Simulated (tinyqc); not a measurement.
Non-radiative capture by multiphonon emission, one effective mode: one step, computed by the program tinyqc.

The initial state (free carrier plus empty centre) lies dE above the final state; both have the same frequency and are displaced by dQ.

Task: Scaled coefficient, cross-section and lifetime. Sommerfeld factor of a repulsive centre: s(k) = 2 pi nu/(exp(2 pi nu) - 1), nu = sqrt(Ry*/E), Ry* = Ry m/eps^2, averaged over (2/sqrt(pi)) sqrt(x) exp(-x) dx with x = E/k_B T = t^2 (trapezoid, t to 6 in steps of 0.01). C = s C_0; v = sqrt(3 k_B T/m); sigma = C/v; tau = 1/(C N_t).

Inputs (values chosen for the exercise, for a model semiconductor):
```
quantity                 value   unit
carrier mass m            1.47    m_0
dielectric constant eps   10.1      -
temperature T              300      K
defect density N_t       5e+16  cm^-3
```

Centre: repulsive.

C_0 = 2.210063e-07 cm^3/s

Constants: Ry = 13.605693123 eV; k_B = 8.617333262e-05 eV/K; k_B = 1.380649e-23 J/K; m_0 = 9.1093837015e-31 kg.

Give: Sommerfeld factor s; capture coefficient C; thermal velocity v; cross-section sigma; capture time.

Result:

Sommerfeld factor s = 2.737e-04

capture coefficient C = 6.049e-11 cm^3/s

thermal velocity v = 9.633e+06 cm/s

cross-section sigma = 6.279e-18 cm^2

capture time = 3.307e-07 s

Caution: the effective Bohr radius is under 10 angstrom, so the effective-mass Sommerfeld factor is rough.
